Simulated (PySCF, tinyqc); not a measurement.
CID on RHF in the sto-6g basis, for H3+, spin multiplicity 1, step by step. The lowest restricted solution is unstable here: a spin-polarised one lies 0.0067 hartree lower (PySCF). One step of it, computed by the program tinyqc.

Question. Integrals over molecular orbitals. (pq|rs) = sum C_ip C_jq C_kr C_ls (ij|kl), one index at a time.

coefficients C, order 1H 1s, 2H 1s, 3H 1s:
$$\begin{pmatrix}
0.530258 & -0.125052 & 0.921460 \\
0.464748 & -0.645834 & -0.684108 \\
0.434319 & 0.854010 & -0.388410
\end{pmatrix}$$

core Hamiltonian H = T + V (hartree), order 1H 1s, 2H 1s, 3H 1s:
$$\begin{pmatrix}
-1.187877 & -0.472972 & -0.388556 \\
-0.472972 & -1.125390 & -0.231759 \\
-0.388556 & -0.231759 & -1.093421
\end{pmatrix}$$

Two-electron integrals (ij|kl) in chemists' order, unique and non-zero (hartree):
```
(11|11) 0.774999   (21|11) 0.161861   (21|21) 0.050056   (22|11) 0.366438
(22|21) 0.161861   (22|22) 0.774999   (31|11) 0.128297   (31|21) 0.031721
(31|22) 0.082657   (31|31) 0.033008   (32|11) 0.057561   (32|21) 0.019500
(32|22) 0.068553   (32|31) 0.016259   (32|32) 0.010636   (33|11) 0.337658
(33|21) 0.095139   (33|22) 0.278712   (33|31) 0.128297   (33|32) 0.068553
(33|33) 0.774999
```

Give: one-electron integrals over orbitals h = C^T H C; Two-electron integrals over orbitals.

Answer.

one-electron integrals over orbitals h = C^T H C (hartree):
$$\begin{pmatrix}
-1.2890 & 0.0186 & -0.0339 \\
0.0186 & -1.0232 & -0.0040 \\
-0.0339 & -0.0040 & -0.9490
\end{pmatrix}$$

Two-electron integrals over orbitals (pq|rs), unique and non-zero (hartree):
```
(11|11) 0.4816    (21|11) -0.0186   (21|21) 0.1496    (22|11) 0.4476
(22|21) 0.0636    (22|22) 0.5577    (31|11) 0.0339    (31|21) 0.0021
(31|22) -0.0827   (31|31) 0.1585    (32|11) 0.0030    (32|21) -0.1121
(32|22) -0.0243   (32|31) -0.0503   (32|32) 0.1043    (33|11) 0.4973
(33|21) -0.0638   (33|22) 0.4089    (33|31) 0.0873    (33|32) 0.0220
(33|33) 0.5657
```
